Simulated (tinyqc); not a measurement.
Coherent transport through a tight-binding region between two chains, step by step. Computed by tinyqc, a small Python program that keeps every step. Settings: temperature = 4, mu = 0.42. Command: `OMP_NUM_THREADS=1 python tinyqc.py 23931 23932 out.jsonl` (the two numbers bound the seeds that draw the settings). One thread of a shared host (Intel(R) Xeon(R) Processor @ 2.60GHz), about 0.07 s of CPU time with the checks.

## Transmission at E = 0.82 eV

H of the central region (eV):
```
,1,2,3,4,5,6
1,0.480000,-2.090000,0.000000,0.000000,0.000000,0.000000
2,-2.090000,0.230000,-2.090000,0.000000,0.000000,0.000000
3,0.000000,-2.090000,-0.500000,-0.620000,0.000000,0.000000
4,0.000000,0.000000,-0.620000,-0.490000,-2.090000,0.000000
5,0.000000,0.000000,0.000000,-2.090000,0.240000,-2.090000
6,0.000000,0.000000,0.000000,0.000000,-2.090000,-0.130000
```

Leads: semi-infinite chains with site energy 0:
```
parameter,value
lead hopping t (eV),1.510000
coupling to the left lead (eV),1.060000
coupling to the right lead (eV),0.210000
left contact site,1
right contact site,6
```

E = 0.820000 eV

Surface Green function g = (E - i sqrt(4 t^2 - E^2)) / (2 t^2); self-energy tc^2 g on each contact site; G = (E - H - Sigma)^(-1); Gamma = -2 Im Sigma; T = Gamma_L Gamma_R |G_LR|^2; local density of states -Im G_ii / pi.

g = 0.179817-0.637372i 1/eV

G (1/eV):
```
,1,2,3,4,5,6
1,0.539220-0.256636i,0.354938-0.167827i,-0.639417+0.304013i,0.164856-0.081514i,0.086353-0.039093i,-0.188820+0.092363i
2,0.354938-0.167827i,-0.080936-0.110544i,0.146379+0.199033i,-0.038813-0.051108i,-0.019096-0.027009i,0.044112+0.058604i
3,-0.639417+0.304013i,0.146379+0.199033i,0.598095-0.360199i,-0.153899+0.095941i,-0.080962+0.046718i,0.176367-0.108906i
4,0.164856-0.081514i,-0.038813-0.051108i,-0.153899+0.095941i,0.458494-0.031978i,0.236742-0.008417i,-0.524192+0.034314i
5,0.086353-0.039093i,-0.019096-0.027009i,-0.080962+0.046718i,0.236742-0.008417i,-0.124371-0.008583i,0.276241+0.010799i
6,-0.188820+0.092363i,0.044112+0.058604i,0.176367-0.108906i,-0.524192+0.034314i,0.276241+0.010799i,0.447532-0.037311i
```

local density of states (1/eV): 0.081690  0.035187  0.114655  0.010179  0.002732  0.011876

transmission = 0.003558

## Transmission across the band

The same steps on a grid of energies.

T(E):
```
E (eV),T
-2.86900000,0.151940
-2.58210000,0.004267
-2.29520000,0.001689
-2.00830000,0.001302
-1.72140000,0.001449
-1.43450000,0.002180
-1.14760000,0.004574
-0.86070000,0.015573
-0.57380000,0.136505
-0.28690000,0.215946
0.00000000,0.090627
0.28690000,0.039442
0.57380000,0.009752
0.86070000,0.003088
1.14760000,0.001359
1.43450000,0.000777
1.72140000,0.000556
2.00830000,0.000497
2.29520000,0.000585
2.58210000,0.001083
2.86900000,0.011306
```

levels of the isolated region (eV): -3.191725  -2.762472  -0.474178  0.184883  2.894529  3.178964

## Current

I = (2e/h) int T(E) [f(E - mu - V/2) - f(E - mu + V/2)] dE at 4 K with mu = 0.42 eV, the bias not changing H; 2e^2/h = 77.48092 microsiemens; the integral runs over the band on 4001 points.

Current:
```
V (volt),I (microampere)
0.010000,0.015974
0.050000,0.080237
0.100000,0.161627
0.200000,0.333302
0.400000,0.741778
0.800000,1.919840
```
